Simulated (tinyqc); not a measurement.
Grain-boundary trapping model (Seto) of a polycrystalline semiconductor film: one step, computed by the program tinyqc.

Grains of equal size L are joined by thin boundaries with one trap level. Trapped carriers deplete a width W on each side and raise a barrier, crossed by thermionic emission. Dopants are fully ionised, statistics are non-degenerate and mu_g does not depend on T.

Question. Barrier. N_c(T) = N_c (T/300 K)^(3/2). Filled traps Q = Q_t/(1 + (1/2) exp((E_t* - E_F)/k_B T)), where E_t* = e V_B - E_t and E_F are counted from the band edge at the grain centre. Partial depletion: Q = 2 N W, V_B = e N W^2/(2 eps eps_0), E_F = k_B T ln(N/N_c); solve for W. If that W would exceed L/2 the grain is fully depleted: W = L/2, Q = N L, and E_F follows from the trap equation. Centre density n_0 = N_c exp(E_F/k_B T).

Inputs (values chosen for the exercise, modelled on polycrystalline silicon):

| quantity | value | unit |
|---|---|---|
| permittivity eps | 11.7 | - |
| effective density of states at 300 K, N_c | 2e+19 | 1/cm^3 |
| grain size L | 370 | nm |
| trap density Q_t | 5.1e+12 | 1/cm^2 |
| trap level E_t below the band edge | 0.34 | eV |
| doping N | 1e+18 | 1/cm^3 |
| temperature T | 200 | K |

Grain interior: resistance included.

Constants: k_B = 8.617333262e-05 eV/K; e = 1.602176634e-19 C; eps_0 = 8.8541878128e-12 F/m.

Give: depletion width W; barrier V_B; E_F; centre density n_0.

Answer.

depletion width W = 19.395 nm

barrier V_B = 0.29088 V

E_F = -0.041148 eV

centre density n_0 = 1.00e+18 1/cm^3

The grain is partly depleted; 76.1 % of the traps are filled, and they hold 10.5 % of the carriers.
